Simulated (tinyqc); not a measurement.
Microkinetic model of a Langmuir-Hinshelwood surface reaction A + (1/2) B2 = AB with Bronsted-Evans-Polanyi barriers: one step, computed by the program tinyqc. Command: `OMP_NUM_THREADS=1 python tinyqc.py 3018545 3018546 out.jsonl microkin walk`. One thread of a shared host (Intel(R) Xeon(R) Processor @ 2.30GHz), about 0.01 s of CPU time with the checks.

A adsorbs in equilibrium; B2 dissociates irreversibly on two free sites; adsorbed A and B react irreversibly and AB leaves at once. theta_A + theta_B + theta_* = 1.

Question. Orders and rate control. From r = 2 k1 p_B theta_*^2: order in p_B and degree of control of step 1 = 1 - 2 theta_B; control of step 2 = 2 theta_B; order in p_A = 2 (theta_B - theta_A). Apparent energy = (E1 + k_B T)(1 - 2 theta_B) + (E2 + k_B T) 2 theta_B + E_A x order in p_A.

Inputs (values chosen for the exercise, for a model catalyst): adsorption energy of A, E_A = -0.726 eV; temperature T = 575 K.

theta_B = 0.9988939

theta_A = 4.335976e-06

barrier E1 = 0.03 eV

barrier E2 = 1.0186 eV

Constants: k_B = 8.617333262e-05 eV/K.

Give: order in p_B, X1; X2; order in p_A; apparent activation energy.

Answer.

order in p_B, X1 = -0.9978

X2 = 1.998

order in p_A = 1.998

apparent activation energy = 0.6042 eV
